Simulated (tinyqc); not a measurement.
Equation-of-state fits to an energy-volume table made by a known binding curve: one step, computed by the program tinyqc.

With x = (V/V_0)^(1/3), the energy per atom is E = -D [1 + eta (x - 1)] exp(-eta (x - 1)), so that B0 = D eta^2/(9 V_0) and B' = 1 + 2 eta/3. B' = dB/dP at P = 0.

Problem. Errors of the Birch-Murnaghan fit. Third-order Birch-Murnaghan is a cubic in u = V^(-2/3): fit it by linear least squares, find the minimum, and take B0 = V E''(V), B' = -1 - V E'''/E'' there. Errors are fitted minus exact, relative; the pressure at c V_0 uses P = (3 B0/2) (x^7 - x^5) [1 + (3/4)(B' - 4)(x^2 - 1)], x = (V0/V)^(1/3) with the fitted values.

Inputs (values chosen for the exercise, for a model crystal): true volume V_0 = 15.3 angstrom^3/atom; compression V/V_0 for the pressure test = 0.7.

Binding curve: universal binding. Noise: added.

fitted B0 = 272.9375 GPa

exact B0 = 273.5207 GPa

fitted B' = 5.844959

exact B' = 5.786667

fitted V0 = 15.29953 angstrom^3

exact pressure at c V_0 = 260.9223 GPa

Give: error of B0; error of B'; fitted pressure at c V_0; error of that pressure.

Solution.

error of B0 = -0.2132 %

error of B' = 1.007 %

fitted pressure at c V_0 = 273.1 GPa

error of that pressure = 4.653 %
